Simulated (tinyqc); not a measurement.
Time-dependent dielectric breakdown: cell percolation, Weibull statistics, area scaling and voltage extrapolation: one step, computed by the program tinyqc.

The oxide is divided into columns of area a^2, each holding m = t_ox/a cells (m is taken as continuous). A share lambda(t) = (t/t_1)^alpha of the cells is defective, and a column whose cells are all defective breaks down.

Question. A sample of breakdown times. Each device fails at t = t63 (-ln(1 - u))^(1/beta). Sort the times; median rank F_i = (i - 0.3)/(n_s + 0.4) for n_s devices; W = ln(-ln(1 - F_i)).

characteristic life t63 = 51.22122 s

uniform random numbers u: [0.7241, 0.8724, 0.2657, 0.1067, 0.5363, 0.5903, 0.2072, 0.6586, 0.1055, 0.0735, 0.4309]

Weibull slope beta = 1.592308

Give: Weibull plot.

Answer.

Weibull plot:
```
i   t (s)     F_i   ln t       W
1   10.18  0.0614  2.321  -2.759
2   12.92  0.1491  2.558  -1.823
3   13.01  0.2368  2.566  -1.308
4   20.47  0.3246  3.019  -0.935
5   24.49  0.4123  3.198  -0.632
6   35.74  0.5000  3.576  -0.367
7   43.41  0.5877  3.771  -0.121
8   47.68  0.6754  3.865   0.118
9   53.59  0.7632  3.981   0.365
10  60.04  0.8509  4.095   0.643
11  80.61  0.9386  4.390   1.026
```

Caution: t_1 is an input here; in a real oxide it changes with thickness at fixed voltage.
